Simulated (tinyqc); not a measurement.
Haynes-Shockley experiment: drift, diffusion and decay of a minority-carrier pulse: one step, computed by the program tinyqc. Command: `OMP_NUM_THREADS=1 python tinyqc.py 3110271 3110272 out.jsonl haynes walk`. One thread of a shared host (Intel(R) Xeon(R) Processor @ 2.30GHz), about 0.01 s of CPU time with the checks.

A thin sheet of excess carriers is made at x = 0, t = 0 in a long uniform bar; injection is low, so the pulse moves with the minority mobility.

Problem. Shape in time. dn(x, t) = N0/sqrt(4 pi D t) exp(-(x - v t)^2/(4 D t) - t/tau). Times are 0.7, 0.8, 0.9, 0.95, 1, 1.05, 1.1, 1.2 and 1.4 t_p.

Inputs (values chosen for the exercise, modelled on holes in n-type silicon in a lightly doped bar):
```
quantity,value,unit
lifetime tau,39,microsecond
temperature T,300,K
distance d to the collector,0.23,cm
injected sheet density N0,1.4e+10,1/cm^2
```

time of the peak t_p = 24.98720 microsecond

D = 11.19392 cm^2/s

drift velocity v = 9093 cm/s

peak density = 1.235655e+11 1/cm^3

Give: the table «Signal at d» with the columns t (microsecond), dn (1/cm^3), dn/peak, for t/t_p = 0.70, 0.80, 0.90, 0.95, 1.00, 1.05, 1.10, 1.20, 1.40.

Solution.

Signal at d:
```
t/t_p,t (microsecond),dn (1/cm^3),dn/peak
0.70,17.49,2.911e+08,2.356e-03
0.80,19.99,1.175e+10,9.513e-02
0.90,22.49,7.327e+10,5.929e-01
0.95,23.74,1.092e+11,8.836e-01
1.00,24.99,1.236e+11,1.000e+00
1.05,26.24,1.105e+11,8.941e-01
1.10,27.49,8.058e+10,6.521e-01
1.20,29.98,2.578e+10,2.086e-01
1.40,34.98,5.740e+08,4.645e-03
```

At 0.9 and 1.1 t_p the signal is 0.593 and 0.652 of its peak: the trailing side is the wider one.
